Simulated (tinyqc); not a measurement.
p-n heterojunction, non-linear Poisson equation by Newton steps, Fermi-Dirac statistics: starts and damping rules compared.

One dimension, material 1 (p-type) at x < 0 and material 2 (n-type) at x > 0. Band edges: Ec = -psi in material 1 and -psi + dEc in material 2, Ev = Ec - Eg. Flat quasi-Fermi levels: 0 for holes, +V for electrons. n = Nc F((EFn - Ec)/Vt), p = Nv F((Ev - EFp)/Vt), with F(eta) = F_1/2(eta) = (2/sqrt(pi)) int_0^infinity sqrt(u) du/(1 + exp(u - eta)) (Fermi-Dirac statistics); full ionisation, no interface charge, classical densities; the doping types are chosen for the exercise. The polarisation charge of real nitride interfaces, of order 1e13 cm^-2, is left out.

a_i = eps0 eps_r/h_i for the interval from node i to i + 1, with h_i = x_(i+1) - x_i in cm.

n_i = Nc F(a_n), a_n = (V - Ec_i)/Vt; p_i = Nv F(a_p), a_p = (Ec_i - Eg)/Vt; rho_i = p_i - n_i + C_i with C = -N1 or +N2; g_i = (Nc F'(a_n) + Nv F'(a_p))/Vt with F' = F_-1/2(eta) = (1/sqrt(pi)) int_0^infinity u^(-1/2) du/(1 + exp(u - eta)). Box widths w_i = (h_(i-1) + h_i)/2 in cm. Residual F_i = a_i (psi_(i+1) - psi_i) - a_(i-1) (psi_i - psi_(i-1)) + q rho_i w_i; Jacobian: a_(i-1) and a_i beside the diagonal, b_i = -a_(i-1) - a_i - q g_i w_i on it. The two end nodes are fixed.

Iterations until the largest undamped |d| is below 1e-9 V (the last, tiny step is counted), with a cap of 100; "overflow" would mean that an exponential left the range of double precision. Starts:
- neutral: psi_L on the nodes of material 1 and psi_R on those of material 2.
- smooth: psi_L + (psi_R - psi_L)(1 + tanh(x/s))/2 on the inner nodes with s = 40 nm, psi_L and psi_R on the ends.
- linear: A straight line in x from psi_L to psi_R.

Rules for the step d, which solves the tridiagonal system a_(i-1) d_(i-1) + b_i d_i + a_i d_(i+1) = -F_i:
- full Newton steps: the full step is added.
- logarithmic damping: each component d is damped to sign(d) Vt ln(1 + |d|/Vt) before it is added.
- steps capped at 4 Vt: if the largest |d| exceeds 4 Vt, the whole step is scaled down so that it equals 4 Vt.
- halved steps: half of the step is added while the largest |d| exceeds 1.5 Vt, the full step after that.

Parameters, values chosen for the exercise; band and dielectric values close to those of AlGaN and GaN:
```
symbol    value   unit                                          meaning
T           400      K                                      temperature
Eg1        3.94     eV                           band gap of material 1
er1        9.23                     relative permittivity of material 1
Nc1     4.63e18  cm^-3  conduction-band density of states of material 1
Nv1     9.27e19  cm^-3     valence-band density of states of material 1
Eg2        3.41     eV                           band gap of material 2
er2        9.63                     relative permittivity of material 2
Nc2     3.53e18  cm^-3  conduction-band density of states of material 2
Nv2     7.05e19  cm^-3     valence-band density of states of material 2
dEc       -0.38     eV                 conduction-band offset Ec2 - Ec1
N1       2.8e18  cm^-3                   acceptor density of material 1
N2       6.7e16  cm^-3                      donor density of material 2
V             0      V                    bias of side 1 against side 2
```

Constants: q = 1.602176634e-19 C, kB = 1.380649e-23 J/K, Vt = kB T/q, eps0 = 8.8541878128e-14 F/cm where lengths are in cm. Results are converted to the units shown.

```
node,x (nm),material
0,-28.4,1
1,-19,1
2,-11.7,1
3,-6.08,1
4,-1.7,1
5,1.7,2
6,9.83,2
7,29.2,2
8,75.7,2
9,187,2
10,452,2
```

```
interval,eps_r
0,9.23
1,9.23
2,9.23
3,9.23
4,9.42576
5,9.63
6,9.63
7,9.63
8,9.63
9,9.63
```

psi_L = -3.81973 V
psi_R = -0.516418 V

Iterations needed:
```
,full Newton steps,logarithmic damping,steps capped at 4 Vt,halved steps
neutral,8,31,28,12
smooth,14,21,17,12
linear,14,21,18,17
```

What do the numbers show?

The fewest iterations, 8, are needed by full Newton steps from the neutral start. Every pairing converges. Lowest count for the worst start: full Newton steps, at most 14 iterations.

Computed by the program tinyqc: `OMP_NUM_THREADS=1 python tinyqc.py 2040108 2040109 out.jsonl`, one thread of a shared Intel Xeon 2.30GHz, about 0.3 s for the whole run.
